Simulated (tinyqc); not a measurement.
Comparisons within one model: virtual-crystal alloy in the empirical-pseudopotential method. A value that a table varies takes the place of the one given here.

Empirical pseudopotential on the fcc lattice, atoms at +/- tau, tau = a (1,1,1)/8, no spin-orbit coupling. H(G,G') = c (2 pi/a)^2 |k + G|^2 delta + VS(q) cos(q.tau) + i VA(q) sin(q.tau), q = G - G', c = hbar^2/2m0; k and G in units of 2 pi/a; VS at |q|^2 = 3, 8, 11 and VA at 3, 4, 11, in rydberg, zero elsewhere. At each k the basis holds all G with |k + G|^2 up to 16; energies are counted from the fourth level at Gamma.

Virtual crystal A(1-x)B(x): a = (1 - x) a_A + x a_B. Rule linear: V = (1 - x) V_A + x V_B. Rule volume: V = [(1 - x) a_A^3 V_A + x a_B^3 V_B]/a^3, since a form factor is an atomic potential divided by the cell volume.

Constants: hbar^2/2m0 = 3.80998211 eV angstrom^2; Ry = 13.60569312 eV.

Inputs chosen for the exercise (classic local form factors of the size used for GaAs (A) and InAs (B), which place X and L only to a few tenths of an eV; the results hold for these values, not for the real material):
- a = (5.643, 6.046) angstrom (lattice constants of A, B)
- VSA = (-0.233, 0.01, 0.061) Ry (symmetric form factors of A)
- VAA = (0.069, 0.051, 0.01) Ry (antisymmetric form factors of A)
- VSB = (-0.218, 0, 0.049) Ry (symmetric form factors of B)
- VAB = (0.081, 0.05, 0.031) Ry (antisymmetric form factors of B)
- rule = linear (mixing rule)

## Gaps across the alloy

Gaps from the valence top to the fifth band at Gamma, at L = (1/2,1/2,1/2) and at the lowest of k = (f,0,0), f = 0.70, 0.75, ..., 1.00. Bowing C = 4 [(E(0) + E(1))/2 - E(1/2)].

Gaps (eV):
```
x      Gamma  Delta/X  f of the minimum      L  lowest
0.000  1.452    1.804              0.95  1.718   Gamma
0.167  1.269    1.847              1.00  1.680   Gamma
0.333  1.087    1.884              1.00  1.640   Gamma
0.500  0.906    1.917              1.00  1.597   Gamma
0.667  0.728    1.946              1.00  1.552   Gamma
0.833  0.554    1.971              1.00  1.505   Gamma
1.000  0.385    1.994              1.00  1.458   Gamma
```

bowing (eV): Gamma 0.050, Delta/X -0.070, L -0.038

The lowest valley is Gamma throughout. From A to B the Gamma gap moves by -1.07 eV, L by -0.26 eV and Delta/X by +0.19 eV; a move of Delta/X below about 0.4 eV is within the error of such form factors, sign included. The virtual crystal holds no disorder and no bond relaxation, so its bowing comes from the non-linear dependence on the mean potential and volume alone, and it may differ from measured bowing, which is positive in these alloys, in size and even in sign; crossings move with it.

## Two mixing rules

Gaps from the valence top to the fifth band at Gamma, at L = (1/2,1/2,1/2) and at the lowest of k = (f,0,0), f = 0.70, 0.75, ..., 1.00. Both rules agree at the ends.

Gaps (eV):
```
x     Gamma, linear  Delta/X, linear  L, linear  Gamma, volume  Delta/X, volume  L, volume
0.25          1.178            1.866      1.660          1.130            1.861      1.643
0.50          0.906            1.917      1.597          0.845            1.910      1.574
0.75          0.640            1.959      1.529          0.597            1.954      1.512
```

At x = 0.5 the volume rule moves Gamma by -61 meV, Delta/X by -7 meV and L by -23 meV, that is the bowing by -4 times these; the lattice constants differ by 7.1 %, and the rules would coincide for equal ones.

Run: tinyqc, `OMP_NUM_THREADS=1 python tinyqc.py 1050626 1050627 out.jsonl`; Intel(R) Xeon(R) Processor @ 2.30GHz, one thread, shared host; about 0.2 s of CPU time with all checks.
